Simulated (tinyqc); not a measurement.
Cyclotron resonance of ellipsoidal valleys, Si type: sweeps and comparisons. A value that a table varies takes the place of the one given here.

Valleys along [100], [010], [001] (each with its opposite partner), mass ml along the axis and mt across it. B lies in the (1-10) plane, b = (sin(theta)/sqrt2, sin(theta)/sqrt2, cos(theta)). For the angle phi between B and the axis, 1/mc^2 = cos^2(phi)/mt^2 + sin^2(phi)/(mt ml). Resonance: h nu = 2 muB B/mc, h = 2 pi hbar.

Constants: hbar = 6.58211957e-16 eV s; muB = 5.788381798e-05 eV/T.

Inputs chosen for the exercise (near those of Si; not measured data): ml = 0.888 m0 (longitudinal mass); mt = 0.196 m0 (transverse mass); ths = (0, 10, 25, 35, 55, 70, 90) degrees (angles); g1 = 4.28 (Luttinger gamma1); g2 = 0.34 (gamma2); g3 = 1.45 (gamma3); theta = 26 degrees (angle of B from [001] towards [110]); nu = 140 GHz (microwave frequency).

## Rotating the field

mc against theta; [100] and [010] stay equal in this plane.

Cyclotron masses (m0):
```
theta (degrees)   [100]   [001]
0                0.4172  0.1960
10               0.4065  0.1983
25               0.3638  0.2113
35               0.3318  0.2273
55               0.2823  0.2838
70               0.2608  0.3510
90               0.2509  0.4172
```

All valleys give one line at theta = 54.7 degrees, B along [111], with mc = 0.2828. The [001] pair goes from mt to sqrt(ml mt), a factor 2.13; the other four only fall from sqrt(ml mt) to 0.2509, since their angle to B never drops below 45 degrees.

## Heavy and light holes (cyclotron masses of warped hole bands)

E = c k^2 f(n) with f = g1 -/+ 2 sqrt(g2^2 + 3 (g3^2 - g2^2)(nx^2 ny^2 + ny^2 nz^2 + nz^2 nx^2)). For the orbit through k = 0 perpendicular to b = (sin(theta)/sqrt2, sin(theta)/sqrt2, cos(theta)), mc is the mean of 1/f over the directions n in that plane (180 evenly spaced angles). Quantum effects of the lowest levels are left out.

Cyclotron masses (m0):
```
theta (degrees)   heavy   light
0                0.4194  0.1679
10               0.4327  0.1650
25               0.4900  0.1559
35               0.5345  0.1509
55               0.5729  0.1467
70               0.5627  0.1490
90               0.5495  0.1544
```

The heavy mass varies by 37 % over the table, with its largest listed value at 55 degrees ([111] lies at 54.7) and its smallest at 0; the light mass varies by 14.4 %. The warping term enters both with the same size, but it is set against a small inverse mass in one and a large one in the other (along [111], g1 - 2 g3 = 1.38 and g1 + 2 g3 = 7.18).

## What each parameter does

Resonance fields B = h nu mc/(2 muB) of the valleys [100] and [001]. Each row changes one parameter from the base and keeps the others.

Results:
```
case                [100] (T)  [001] (T)
base                   1.8030     1.0631
ml = 1.021 m0          1.8879     1.0666
mt = 0.176 m0          1.6778     0.9571
theta = 22 degrees     1.8679     1.0387
nu = 154 GHz           1.9833     1.1694
```

The largest shifts from the base row, up to three for each result and ties (the steps differ in size, so this ranks the rows, not the parameters). [100] (T): nu +0.1803, mt -0.1252, ml +0.0849. [001] (T): nu +0.1063, mt -0.1060, theta -0.0244.

tinyqc: `OMP_NUM_THREADS=1 python tinyqc.py 1280344 1280345 out.jsonl`; about 0.01 s, one thread, shared Intel(R) Xeon(R) Processor @ 2.30GHz.
